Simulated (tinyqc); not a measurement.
Comparisons within one model: deformation potentials from a strained empirical pseudopotential. A value that a table varies takes the place of the one given here.

Diamond lattice, no spin-orbit coupling. Atomic form factor V(q) = a1 (q^2 - a2)/(a3 exp(a4 q^2) - 1) in rydberg with q in 1/bohr, for the unstrained cell. Under a strain e the reciprocal vectors and k go over into (1 + e)^(-1) G, the atoms sit at +/- tau with tau = (1 + e) a (1,1,1)/8 - zeta a (eyz, ezx, exy)/4, and H(G,G') = c |k + G|^2 delta + (V(q)/det(1 + e)) cos(q.tau), q = G - G', with the term q = 0 left out; c = hbar^2/2m0. The basis is fixed before straining: all G with |k + G|^2 up to 16 (2 pi/a)^2. k is given in units of 2 pi/a of the unstrained cell.

Constants: hbar^2/2m0 = 3.80998211 eV angstrom^2; Ry = 13.60569312 eV; a0 (Bohr radius) = 0.5291772105 angstrom.

Parameters, chosen for this exercise (near those of Si; shifted at random, so the results belong to these values and not to a real crystal): a = 5.437 angstrom (lattice constant); A = (0.535, 2.191, 2.071, 0.488) (a1 (Ry bohr^2), a2 (1/bohr^2), a3, a4 (bohr^2)); h = 0.001 (size of the test strain); kD = 0.82 2 pi/a (position of the Delta minimum); a1 = 0.535; a2 = 2.191; a3 = 2.071; a4 = 0.488.

## The internal displacement

Xu of L (level 5, the lowest empty one) and d from exy = eyz = ezx = h for several zeta: Xu = [E(L [111]) - E(L [1-1-1])]/((8/3) h), d = (single valence level - pair)/(3 sqrt(3) h). zeta = 0 strains the bonds with the lattice; zeta = 1 keeps all four bond lengths equal to first order.

Results:

| zeta | Xu (L) (eV) | d (eV) |
|---|---|---|
| 0.00 | 11.13 | 0.61 |
| 0.25 | 11.54 | -1.67 |
| 0.50 | 11.95 | -3.94 |
| 0.60 | 12.12 | -4.85 |
| 0.75 | 12.37 | -6.21 |
| 1.00 | 12.79 | -8.48 |

From zeta = 0 to 1, d goes from 0.61 to -8.48 eV and Xu (L) from 11.13 to 12.79 eV, both nearly linearly: the displacement is an optical-phonon mode, and d = d(0) - zeta d0/4 gives its deformation potential d0 = 36 eV. Leaving the relaxation out (zeta = 0 for 0.5) moves d by +4.54 eV, which reverses its sign, and Xu (L) by -0.82 eV. Tetragonal strain has no such freedom.

## Size of the test strain

e = diag(-h/2, -h/2, h). Xu = [E(Delta z) - E(Delta x)]/(1.5 h) at fixed kD, b = [E(Z) - E(X, Y)]/(4.5 h); one-sided from +h alone, central from +h and -h.

Results (eV):

| h | Xu one-sided | Xu central | b one-sided | b central |
|---|---|---|---|---|
| 0.0010 | 8.030 | 8.035 | -3.266 | -3.262 |
| 0.0025 | 8.023 | 8.035 | -3.272 | -3.262 |
| 0.0050 | 8.010 | 8.035 | -3.282 | -3.262 |
| 0.0100 | 7.986 | 8.036 | -3.303 | -3.262 |
| 0.0200 | 7.939 | 8.040 | -3.344 | -3.263 |
| 0.0300 | 7.895 | 8.047 | -3.385 | -3.264 |

From h = 0.001 to 0.03 the one-sided Xu drifts by -0.135 eV and the central one by +0.012 eV; for b the drifts are -0.119 and -0.002 eV. The central difference cancels the term of second order in the strain, so its error goes as h^2. At h = 0.02 the linear law errs by 1.2 % for the valley splitting and 2.5 % for the valence splitting.

## What each parameter of the potential does

Gaps from the valence top to level 8 at Gamma and level 5 at (kD,0,0) and L, and their deformation potentials [E(+h) - E(-h)]/(3 ln((1 + h)/(1 - h))) for e = +/- h 1, h = 0.002. The row for the lattice constant keeps V(q) without the volume factor, so it is not a strain. Each row changes one parameter from the base and keeps the others.

Results:

| case | Gamma (eV) | Delta (eV) | L (eV) | potential Gamma (eV) | potential Delta (eV) | potential L (eV) |
|---|---|---|---|---|---|---|
| base | 4.035 | 1.064 | 1.957 | -8.75 | 2.62 | -1.93 |
| a = 5.491 angstrom | 3.902 | 1.351 | 2.055 | -9.03 | 2.31 | -2.12 |
| a1 = 0.54 | 4.076 | 1.131 | 2.006 | -8.82 | 2.61 | -1.94 |
| a2 = 2.213 | 3.919 | 1.138 | 1.953 | -8.82 | 2.56 | -1.97 |
| a3 = 2.05 | 4.082 | 1.159 | 2.023 | -8.84 | 2.62 | -1.94 |
| a4 = 0.493 | 3.942 | 0.978 | 1.882 | -8.58 | 2.69 | -1.85 |

The largest shifts from the base row, up to three for each result and ties (the steps differ in size, so this ranks the rows, not the parameters). Gamma (eV): a -0.133, a2 -0.116, a4 -0.092. Delta (eV): a +0.288, a3 +0.095, a4 -0.085. L (eV): a +0.097, a4 -0.075, a3 +0.066. potential Gamma (eV): a -0.29, a4 +0.17, a3 -0.09. potential Delta (eV): a -0.31, a4 +0.08, a2 -0.05; unchanged at the printed digits by a3. potential L (eV): a -0.19, a4 +0.08, a2 -0.04.

(tinyqc, `OMP_NUM_THREADS=1 python tinyqc.py 1880495 1880496 out.jsonl`, Intel(R) Xeon(R) Processor @ 2.30GHz, 1 thread, shared host, about 0.2 s.)
